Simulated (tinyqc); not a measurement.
Valence-band offset from core levels (Kraut method), with the dipole against the affinity rule: one step of the calculation.

Binding energies are counted downwards from the Fermi level. dEv > 0 means that the valence edge of B lies below that of A, dEc > 0 that the conduction edge of B lies above that of A; dEc + dEv = EgB - EgA. The spectra are made-up values treated as data.

Problem. Offsets. dEv = (iB - iA) - (cB - vB) + (cA - vA), dEc = EgB - EgA - dEv.

Inputs (values chosen for the exercise); gaps and affinities close to those of 4H silicon carbide (A) and titanium oxide (B): gap of the substrate A EgA = 3.32 eV; gap of the overlayer B EgB = 3.12 eV; core level of bare A cA = 85.28 eV; core level of thick B cB = 82.64 eV; valence-band maximum of thick B vB = 2.29 eV; core level of A under a thin film of B iA = 85.38 eV; core level of B in that thin film iB = 81.43 eV.

vA = 1.4145894 eV

Find: cA - vA; cB - vB; iB - iA; dEv; dEc.

Solution.

cA - vA = 83.865 eV
cB - vB = 80.350 eV
iB - iA = -3.9500 eV
dEv = -0.43459 eV
dEc = 0.23459 eV

The alignment is type II (staggered). The valence-band offset is below the 1 eV usually asked of a gate dielectric. A rigid shift of all levels, by charging or doping, cancels in the differences.

Numbers from tinyqc (`OMP_NUM_THREADS=1 python tinyqc.py 2410130 2410131 out.jsonl`; about 0.01 s on one thread of a shared Intel Xeon 2.30GHz).
